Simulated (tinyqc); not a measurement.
# Illuminated p-n diode, drift-diffusion by the Gummel loop with Scharfetter-Gummel fluxes: what changes with what

Abrupt junction at x = 0, p side from -Lp, n side to Ln, ohmic contacts. psi is counted from the intrinsic level; n = ni exp((psi - phin)/Vt), p = ni exp((phip - psi)/Vt). Contacts: p side psi = V - Vt ln(Na/ni), p = Na, n = ni^2/Na; n side psi = Vt ln(Nd/ni), n = Nd, p = ni^2/Nd. Constant mobilities, D = mu Vt, Boltzmann statistics, SRH recombination through a mid-gap level, U = (n p - ni^2)/(tp (n + ni) + tn (p + ni)). Current is positive from the p contact to the n contact.

Values chosen for this exercise; band and dielectric values close to those of In0.53Ga0.47As:
```
symbol,value,unit,meaning
T,300,K,temperature
Eg,0.749,eV,band gap
eps_r,14.1,,relative permittivity
Nc,2.08e17,cm^-3,conduction-band density of states at T
Nv,7.6e18,cm^-3,valence-band density of states at T
Na,4.1e16,cm^-3,acceptor density of the p side
Nd,5.2e16,cm^-3,donor density of the n side
mun,7500,cm^2/(V s),electron mobility
mup,220,cm^2/(V s),hole mobility
tn,2e-7,s,SRH lifetime of electrons
tp,3e-9,s,SRH lifetime of holes
Lp,3,um,length of the p side
Ln,0.98,um,length of the n side
```

Constants: q = 1.602176634e-19 C, kB = 1.380649e-23 J/K, Vt = kB T/q, eps0 = 8.8541878128e-14 F/cm where lengths are in cm. Results are converted to the units shown.

Each table varies one quantity; the others keep the values above.

## Current against voltage in the dark

ni = sqrt(Nc Nv) exp(-Eg/(2 Vt)), Eg in volts. Poisson and both continuity equations are solved self-consistently with Scharfetter-Gummel fluxes on a graded mesh of 500 nodes. J_scr is q times the integral of U between -xp and xn. Ideal diffusion current J_id = q ni^2 [Dn coth(wp/Le)/(Le Na) + Dp coth(wn/Lh)/(Lh Nd)] (exp(V/Vt) - 1), Le = sqrt(Dn tn), Lh = sqrt(Dp tp), wp = Lp - xp, wn = Ln - xn, with xp and xn from the depletion approximation (W = sqrt(2 eps0 eps_r (Vbi - V)(1/Na + 1/Nd)/q), xp = W Nd/(Na + Nd), xn = W Na/(Na + Nd), Vbi = Vt ln(Na Nd/ni^2)). Ideality factor = 0.004 V/(Vt ln[J(V + 0.004 V)/J(V)]). Here G = 0.

In this table G = 0 cm^-3 s^-1.

Current against voltage in the dark:
columns A: V (V); B: J (A/cm^2); C: ideality factor; D: J_scr/J (%); E: J_id (A/cm^2); F: share recombining at the contacts (%); G: larger minority/doping at -xp and xn
```
A           B     C       D        E     F        G
0.12  1.53e-4  1.07    21.5  1.20e-4  77.2  4.07e-8
0.16  6.55e-4  1.05    13.2  5.69e-4  85.3  1.90e-7
0.2   0.00289  1.03    7.54  0.00268  90.9  8.88e-7
0.25   0.0191  1.02    3.56   0.0185  94.8  6.08e-6
0.29   0.0881  1.01    1.94   0.0866  96.4  2.83e-5
0.33    0.409  1.01    1.05    0.406  97.2  1.31e-4
0.37     1.91  1.01   0.562     1.90  97.7  6.07e-4
0.42     13.0  1.01   0.229     13.1  98.1  0.00404
0.46     59.4  1.04  0.0894     61.5  98.6   0.0176
```

J rises from 1.53e-4 to 59.4 A/cm^2; the ideality factor goes from 1.07 through a minimum of 1.01 (at V = 0.37 V among the rows listed) to 1.04. Recombination in the depleted layer stays under half of the current. Where the factor is lowest (V = 0.37 V), J is 0.13 % above the ideal diffusion current.

## Solar-cell figures against the uniform generation rate

Jsc = -J(0), collected share Jsc/(q G (Lp + Ln)), estimate q G [W + Le tanh(wp/2 Le) + Lh tanh(wn/2 Lh)] at V = 0 with Le = sqrt(Dn tn), Lh = sqrt(Dp tp), W, wp = Lp - xp and wn = Ln - xn from the depletion approximation; J(Voc) = 0; Vmp maximises -J V; FF = Pmax/(Jsc Voc).

Solar-cell figures against the uniform generation rate:
```
G (cm^-3 s^-1)  Jsc (mA/cm^2)  collected share (%)  estimate of Jsc (mA/cm^2)  Voc (V)  Vmp (V)     FF  Pmax (mW/cm^2)
2e19                    0.662                 51.9                      0.664    0.160    0.115  0.576          0.0610
1e20                     3.31                 51.9                       3.32    0.203    0.152  0.632           0.425
4e20                     13.2                 51.9                       13.3    0.240    0.185  0.668            2.12
2e21                     66.2                 51.9                       66.4    0.282    0.223  0.699            13.1
7e21                      232                 51.9                        232    0.315    0.253  0.719            52.4
```

What does the table show?

As G rises from 2e19 to 7e21, the collected share stays near 51.9 %, Voc rises from 0.160 to 0.315 V and FF rises from 0.576 to 0.719. The estimate of Jsc is within 0.28 % in all rows. Voc gains 60.8 mV a decade of Jsc, an ideality of 1.02.

Program tinyqc, `OMP_NUM_THREADS=1 python tinyqc.py 2240001 2240002 out.jsonl`; Intel Xeon 2.30GHz, shared host, one thread, about 0.5 s.
